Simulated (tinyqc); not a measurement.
What moves the results: thresholds of impact ionisation and Auger recombination from band masses. A value that a table varies takes the place of the one given here.

Parabolic bands, no phonon. At threshold the three slow carriers share one velocity. With M their total mass and m4 the mass of the fast carrier, the fast carrier has the kinetic energy E_T = G M/(M - m4) and the slow ones together E_a = G m4/(M - m4), the activation energy of the Auger rate. CCCH (fast electron): G = Eg, M = 2 me + mh, m4 = me. CHHS (hole into the split-off band): G = Eg - Dso, M = 2 mh + me, m4 = ms; this form holds for Eg > Dso (below, the process needs about Dso - Eg and is marked by a dash). CHHL (hole into the light band): G = Eg, M = 2 mh + me, m4 = ml. CHHH (fast heavy hole): G = Eg, M = 2 mh + me, m4 = mh.

Non-parabolic fast electron: E (1 + alpha E) = c k^2/me with alpha = (1 - me)^2/Eg; the slow carriers stay parabolic, so E_T = Eg + me E_T (1 + alpha E_T)/M, M = 2 me + mh (the root between Eg and 1.9 Eg).

Constants: kB = 8.617333262e-05 eV/K; hc = 1239.841984 eV nm.

Parameters, chosen for this exercise (near those of CdTe, gap at low temperature and not tied to T; shifted at random, so the results belong to these values and not to a real crystal):
- Eg = 1.569 eV (gap at Gamma to the s-like level)
- Dso = 0.918 eV (spin-orbit splitting)
- me = 0.0935 m0 (electron mass at Gamma)
- mh = 0.56 m0 (heavy-hole mass)
- ms = 0.277 m0 (split-off mass)
- ml = 0.1147 m0 (light-hole mass)
- T = 300 K (temperature)

## The gap of an alloy series

Eg is varied with me and ml proportional to it; mh, ms and Dso are kept. E_a of three processes; wavelength hc/Eg.

Results:

| Eg (eV) | wavelength (micrometre) | me | CCCH (meV) | CCCH non-parabolic (meV) | CHHS (meV) | CHHL (meV) | log10 exp(-E_a/kT), non-parabolic |
|---|---|---|---|---|---|---|---|
| 0.471 | 2.63 | 0.0281 | 22.5 | 48.3 | - | 14.6 | -0.81 |
| 0.784 | 1.58 | 0.0467 | 60.4 | 135.9 | - | 40.5 | -2.28 |
| 1.177 | 1.05 | 0.0701 | 131.0 | 312.4 | 78.6 | 91.7 | -5.25 |
| 1.569 | 0.79 | 0.0935 | 224.5 | 566.1 | 192.6 | 163.8 | -9.51 |
| 1.961 | 0.63 | 0.1169 | 338.6 | 901.0 | 301.0 | 257.1 | -15.14 |
| 2.510 | 0.49 | 0.1496 | 529.1 | 1511.3 | 444.3 | 424.1 | -25.39 |
| 3.138 | 0.40 | 0.1870 | 785.6 | 2406.5 | 597.0 | 668.0 | -40.43 |

E_a of CCCH goes nearly as Eg^2 (power 1.87 over the table), as both G and me grow; the non-parabolic value goes with the power 2.06, and its Boltzmann factor spans 39.6 decades; rows with E_a far above kT are formal, since phonon-assisted processes and side valleys rule there. CHHS is resonant at Eg = Dso = 0.918 eV, with no activation, and is the easiest process near there; it has the lowest E_a of the parabolic values for Eg = 1.177 and 3.138 eV.

## The mass ratio

mu = me/mh is varied; thresholds in units of Eg for ionisation started by an electron, (1 + 2 mu)/(1 + mu), and by a heavy hole, (2 + mu)/(1 + mu).

Results:

| mu | electron (Eg) | hole (Eg) | electron (eV) | hole (eV) |
|---|---|---|---|---|
| 0.030 | 1.0291 | 1.9709 | 1.615 | 3.092 |
| 0.041 | 1.0394 | 1.9606 | 1.631 | 3.076 |
| 0.100 | 1.0909 | 1.9091 | 1.712 | 2.995 |
| 0.130 | 1.1150 | 1.8850 | 1.750 | 2.957 |
| 0.167 | 1.1431 | 1.8569 | 1.794 | 2.913 |
| 0.420 | 1.2958 | 1.7042 | 2.033 | 2.674 |
| 1.000 | 1.5000 | 1.5000 | 2.353 | 2.353 |

The two thresholds add up to 3 Eg in every row and are equal, 3/2 Eg, at mu = 1. The lighter carrier has the lower threshold; in the first row the two differ by 1.478 eV, which would favour one carrier in avalanche multiplication. Real ionisation rates depend on the whole band structure and can be nearly equal although the edge masses differ.

## What each parameter does

Activation energies. Each row changes one parameter from the base and keeps the others.

Results:

| case | CCCH (meV) | CCCH non-parabolic (meV) | CHHL (meV) | CHHS (meV) |
|---|---|---|---|---|
| base | 224.49 | 566.08 | 163.78 | 192.55 |
| Eg = 1.4121 eV | 202.04 | 509.47 | 147.40 | 146.15 |
| Dso = 1.0098 eV | 224.49 | 566.08 | 163.78 | 165.40 |
| me = 0.0842 m0 | 205.08 | 505.85 | 165.18 | 194.49 |
| mh = 0.616 m0 | 206.77 | 503.11 | 148.63 | 171.99 |
| ms = 0.3047 m0 | 224.49 | 566.08 | 163.78 | 218.27 |
| ml = 0.1032 m0 | 224.49 | 566.08 | 145.84 | 192.55 |

The largest shifts from the base row, up to three for each result and ties (the steps differ in size, so this ranks the rows, not the parameters). CCCH (meV): Eg -22.45, me -19.41, mh -17.72; unchanged at the printed digits by Dso, ms and ml. CCCH non-parabolic (meV): mh -62.96, me -60.22, Eg -56.61; unchanged at the printed digits by Dso, ms and ml. CHHL (meV): ml -17.95, Eg -16.38, mh -15.15; unchanged at the printed digits by Dso and ms. CHHS (meV): Eg -46.41, Dso -27.15, ms +25.71; unchanged at the printed digits by ml.

Program tinyqc; command `OMP_NUM_THREADS=1 python tinyqc.py 1881119 1881120 out.jsonl`; about 0.01 s on one thread of a shared Intel(R) Xeon(R) Processor @ 2.30GHz.
